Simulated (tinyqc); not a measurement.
# Single-photon avalanche diode, trigger probability and counting: effects of single changes

A multiplication layer of width W with the uniform field V/W; alpha = an exp(-bn/E) for electrons, beta = ap exp(-bp/E) for holes (local model, no dead space). a = alpha W, b = beta W. Electrons enter at x = 0, holes at x = W. P0 is the probability that an electron entering at 0 starts a lasting avalanche, PW the same for a hole entering at W.

Inputs (values chosen for the exercise); ionisation coefficients close to those of silicon:
- an = 6.92e5 1/cm (electron prefactor)
- bn = 1.2 MV/cm (electron field)
- ap = 1.55e6 1/cm (hole prefactor)
- bp = 2.03 MV/cm (hole field)
- W = 1 um (width of the multiplication layer)
- eta = 0.23 (probability that a photon makes a pair that enters the layer)
- Gd = 7100 1/s (thermal generation rate in the layer)
- td = 10 ns (dead time)
- Cd = 180 fF (diode capacitance)
- Rq = 500 kohm (quench resistance)
- pa = 1.8e-7 (trapping probability per avalanche carrier)
- tt = 4.7 ns (trap release time)
- nph = 2.6e7 1/s (photon rate)

Constants: q = 1.602176634e-19 C. Results are converted to the units shown.

Each table varies one quantity; the others keep the values above.

## Effect of the excess bias

Breakdown: ln(a/b) = a - b with a not equal to b. Above it PW/(1 - PW) = [P0/(1 - P0)] exp(b - a) and b ln(1 - P0) = a ln(1 - PW); the mean over pairs made evenly in the layer is Pm = ln[(1 - PW)/(1 - P0)]/(a - b). PDP = eta P0; dark counts Gd Pm; avalanche charge Cd Vx/q; afterpulse probability pa (Cd Vx/q) exp(-td/tt) Pm; true rate n = nph PDP + dark counts; measured n/(1 + n td) (non-paralysable) or n exp(-n td) (paralysable); recharge time Rq Cd.

Effect of the excess bias:
```
Vx (V)  Vx/VB (%)       P0        PW        Pm       PDP  dark counts (1/s)  afterpulse (%)
0.34      0.99982  0.16255  0.034832  0.084368  0.037386             599.02        0.069098
0.54       1.5879  0.24385  0.055076   0.13028  0.056086             924.97         0.16946
0.86       2.5289  0.35579  0.087083   0.19852  0.081832             1409.5         0.41125
1.4        4.1169  0.50439   0.14000   0.30070   0.11601             2135.0          1.0141
2.2        6.4694  0.65838   0.21576   0.42690   0.15143             3031.0          2.2623
3.4        9.9982  0.79849   0.32303   0.57247   0.18365             4064.5          4.6885
5.4        15.879  0.91114   0.48305   0.73509   0.20956             5219.1          9.5617
8.6        25.289  0.97334   0.68567   0.87566   0.22387             6217.2          18.140
14         41.169  0.99587   0.88725   0.96626   0.22905             6860.5          32.586
```

VB is 34.01 V. P0 rises from 0.163 to 0.996 and PW rises from 0.0348 to 0.887; P0 goes as Vx^(0.88) at the start and Vx^(0.05) at the end. Electrons trigger better in every row. The afterpulse probability keeps growing, as Vx^(1.20) at the end, because the avalanche charge grows with Vx. For Vx = 8.6, 14 the excess bias passes a quarter of VB, where tunnelling adds dark counts that are left out here.

## Effect of the width of the multiplication layer

Same model as above.

The excess bias is 10 % of VB in every row.

Effect of the width of the multiplication layer:
```
W (um)  VB (V)  E at VB (MV/cm)  beta/alpha at VB      P0      PW
0.15     8.782           0.5854            0.5426  0.4748  0.3280
0.25     12.29           0.4915            0.4138  0.5738  0.3373
0.41     17.41           0.4247            0.3173  0.6633  0.3380
0.67     25.04           0.3737            0.2430  0.7425  0.3320
1.1      36.62           0.3329            0.1851  0.8107  0.3205
1.8      54.00           0.3000            0.1408  0.8656  0.3048
3        81.55           0.2718            0.1057  0.9097  0.2851
5        124.1           0.2483           0.07914  0.9419  0.2630
```

Read the table: what changes, and by how much?

As W grows, VB rises from 8.78 to 124 V, as W^(0.76) on average, the breakdown field falls from 0.585 to 0.248 MV/cm and beta/alpha falls from 0.543 to 0.0791. At equal relative excess P0 rises from 0.475 to 0.942 and PW goes from 0.328 through a maximum of 0.338 (at W = 0.41 um among the rows listed) to 0.263. For W = 0.15, 0.25 dead space and band-to-band tunnelling, left out here, matter.

Computed by the program tinyqc: `OMP_NUM_THREADS=1 python tinyqc.py 2630153 2630154 out.jsonl`, one thread of a shared Intel Xeon 2.30GHz, about 0.01 s for the whole run.
